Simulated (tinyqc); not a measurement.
Changing the fraction x of B: cluster expansion of a binary alloy: correlations, fit, cross-validation and ground states. Computed by tinyqc, a small Python program. Command: `OMP_NUM_THREADS=1 python tinyqc.py 3005849 3005850 out.jsonl clex sweep`. One thread of a shared host (Intel(R) Xeon(R) Processor @ 2.30GHz), about 0.1 s of CPU time with the checks.

s = +1 for A and -1 for B. Energy per site E = J0 + J1 P(point) + sum over clusters of m V P, with P the mean product of spins; V > 0 on a pair favours unlike neighbours. Clusters per site m: pair 1 6, pair 2 3, pair 3 12, triplet 8; the triplet is the triangle of first neighbours. Formation energies are counted from the line between pure A and pure B, which removes J0 and J1.

Inputs (values chosen for the exercise, for a model alloy):

| quantity | value | unit |
|---|---|---|
| first-pair interaction V1 | 17.7 | meV |
| second-pair interaction V2 | -2.2 | meV |
| third-pair interaction V3 | -1.7 | meV |
| triplet interaction Vt | 1.2 | meV |
| temperature T | 1300 | K |

Lattice: fcc.

Constants: k_B = 8.617333262e-05 eV/K.

Method. Random alloy: P(pair) = p^2, P(triplet) = p^3, p = 1 - 2x, so H_mix = (p^2 - 1) sum m V(pairs) + (p^3 - p) m Vt; G_mix = H_mix + k_B T [x ln x + (1 - x) ln(1 - x)]. To first order in 1/T the Warren-Cowley parameter of shell 1 is alpha_1 = -(1 - p^2) V_eff/(k_B T), V_eff = V1 + (number of triplets on a first-neighbour bond) p Vt, that number being 4.

One run for each value:

| fraction x of B | mixing enthalpy H_mix (meV/site) | mixing free energy G_mix (meV/site) | alpha_1 |
|---|---|---|---|
| 0.05 | -16.6896 | -38.93 | -0.03735 |
| 0.15 | -43.8192 | -91.17 | -0.09588 |
| 0.25 | -63.0000 | -126.00 | -0.13457 |
| 0.35 | -74.6928 | -147.22 | -0.15548 |
| 0.45 | -79.3584 | -156.45 | -0.16066 |
| 0.55 | -77.4576 | -154.55 | -0.15218 |
| 0.65 | -69.4512 | -141.98 | -0.13208 |
| 0.75 | -55.8000 | -118.80 | -0.10243 |
| 0.85 | -36.9648 | -84.32 | -0.06528 |
| 0.95 | -13.4064 | -35.65 | -0.02269 |

Over the rows, mixing enthalpy H_mix (meV/site) goes from -16.7 through a minimum among these rows, -79.4 at 0.450, to -13.4; mixing free energy G_mix (meV/site) goes from -38.9 through a minimum among these rows, -156 at 0.450, to -35.6; alpha_1 goes from -0.0373 through a minimum among these rows, -0.161 at 0.450, to -0.0227. Pairs alone give a parabola symmetric about x = 1/2; the triplet tilts it, and H_mix(0.25) - H_mix(0.75) = -7.20 meV.

Caution (rows 0.350, 0.450, 0.550): so large an alpha_1 is beyond the first-order expansion.

Extremes, crossings and ranges named in words are read from the listed rows.
